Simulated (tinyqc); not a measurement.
Off-state leakage of single and stacked transistors: two steps of the calculation.

n-channel devices of unit width. Subthreshold current I(Vg, Vs, Vd) = I0 (T/300 K)^0.5 exp[(Vg - Vs - VT(T) - gb (Vs - Vb) + dd (Vd - Vs))/(nf Vt)] (1 - exp(-(Vd - Vs)/Vt)), VT(T) = VT - cT (T - 300 K). Gate-edge tunnelling Ig (Vd/1 V) exp(ag (Vd - 1 V)), for a gate at 0 V, and band-to-band leakage Ab u exp(-Bb/u), u = Vd - Vb + 1 V, flow at a drain held at V; both are taken as independent of T. In a stack of off transistors (all gates at 0 V) the same subthreshold current passes through each.

Parameters, values chosen for the exercise; values of the order met in bulk silicon logic transistors:
```
symbol,value,unit,meaning
T,330,K,temperature
V,0.9,V,supply voltage
VT,0.34,V,"threshold at 300 K, zero drain and body bias"
cT,0.9,mV/K,fall of the threshold with temperature
I0,0.13,uA/um,current at threshold at 300 K
nf,1.18,,slope factor
dd,0.08,,drain-induced lowering per volt
gb,0.18,,rise of the threshold per volt of source-body bias
Ig,4e-6,uA/um,gate-edge tunnelling current at 1 V
ag,4.6,1/V,exponential slope of the gate current
Ab,20,uA/(um V),prefactor of band-to-band leakage at the drain
Bb,27,V,its exponential voltage
Vb,0,V,body voltage
```

Constants: q = 1.602176634e-19 C, kB = 1.380649e-23 J/K, Vt = kB T/q. Results are converted to the units shown.

Task 1. Leakage of one transistor. Vg = Vs = 0, Vd = V; effective threshold VT(T) - gb Vb - dd V.

Wanted: effective threshold; parts; total; shares.

Result 1.

effective threshold = 0.2410 V
parts (nA/um): subthreshold 0.1036, gate edge 0.002273, band-to-band 0.02560
total = 0.1315 nA/um
shares (%): subthreshold 78.81, gate edge 1.728, band-to-band 19.47

The subthreshold part is the largest.

Task 2. New Vx. Stack of two, Vx the node between them: I_low = I(0, 0, Vx), I_up = I(0, Vx, V), f = ln(I_up/I_low), f' = -(1 + gb + 2 dd)/(nf Vt) - 1/(Vt (exp(Vx/Vt) - 1)) - 1/(Vt (exp((V - Vx)/Vt) - 1)), Vx(new) = Vx - f/f'.

Vx at the start = 0.054 V

Wanted: I_low; I_up; f; f'; Vx after iteration 1.

Result 2.

I_low = 0.011725 nA/um
I_up = 0.013643 nA/um
f = 0.15147
f' = -46.126 1/V
Vx after iteration 1 = 0.057284 V

Computed by the program tinyqc: `OMP_NUM_THREADS=1 python tinyqc.py 2242027 2242028 out.jsonl`, one thread of a shared Intel Xeon 2.30GHz, about 0.04 s for the whole run.
